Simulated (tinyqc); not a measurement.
Off-state leakage of single and stacked transistors: two steps of the calculation.

n-channel devices of unit width. Subthreshold current I(Vg, Vs, Vd) = I0 (T/300 K)^0.5 exp[(Vg - Vs - VT(T) - gb (Vs - Vb) + dd (Vd - Vs))/(nf Vt)] (1 - exp(-(Vd - Vs)/Vt)), VT(T) = VT - cT (T - 300 K). Gate-edge tunnelling Ig (Vd/1 V) exp(ag (Vd - 1 V)), for a gate at 0 V, and band-to-band leakage Ab u exp(-Bb/u), u = Vd - Vb + 1 V, flow at a drain held at V; both are taken as independent of T. In a stack of off transistors (all gates at 0 V) the same subthreshold current passes through each.

Values chosen for this exercise; values of the order met in bulk silicon logic transistors: temperature T = 378 K; supply voltage V = 1.2 V; threshold at 300 K, zero drain and body bias VT = 0.48 V; fall of the threshold with temperature cT = 0.7 mV/K; current at threshold at 300 K I0 = 0.61 uA/um; slope factor nf = 1.3; drain-induced lowering per volt dd = 0.15; rise of the threshold per volt of source-body bias gb = 0.22; gate-edge tunnelling current at 1 V Ig = 1e-6 uA/um; exponential slope of the gate current ag = 3.1 1/V; prefactor of band-to-band leakage at the drain Ab = 100 uA/(um V); its exponential voltage Bb = 25 V; body voltage Vb = 0 V.

Constants: q = 1.602176634e-19 C, kB = 1.380649e-23 J/K, Vt = kB T/q. Results are converted to the units shown.

Problem 1. Leakage of one transistor. Vg = Vs = 0, Vd = V; effective threshold VT(T) - gb Vb - dd V.

Find: effective threshold; parts; total; shares.

Solution 1.

effective threshold = 0.24540 V
parts (nA/um): subthreshold 2.0831, gate edge 0.0022307, band-to-band 2.5542
total = 4.6395 nA/um
shares (%): subthreshold 44.898, gate edge 0.048081, band-to-band 55.054

The band-to-band part is the largest.

Problem 2. New Vx. Stack of two, Vx the node between them: I_low = I(0, 0, Vx), I_up = I(0, Vx, V), f = ln(I_up/I_low), f' = -(1 + gb + 2 dd)/(nf Vt) - 1/(Vt (exp(Vx/Vt) - 1)) - 1/(Vt (exp((V - Vx)/Vt) - 1)), Vx(new) = Vx - f/f'.

Vx at the start = 0.118 V

Give: I_low; I_up; f; f'; Vx after iteration 1.

Solution 2.

I_low = 0.04389 nA/um
I_up = 0.04579 nA/um
f = 0.04219
f' = -36.74 1/V
Vx after iteration 1 = 0.1191 V

Numbers from tinyqc (`OMP_NUM_THREADS=1 python tinyqc.py 2242166 2242167 out.jsonl`; about 0.03 s on one thread of a shared Intel Xeon 2.30GHz).
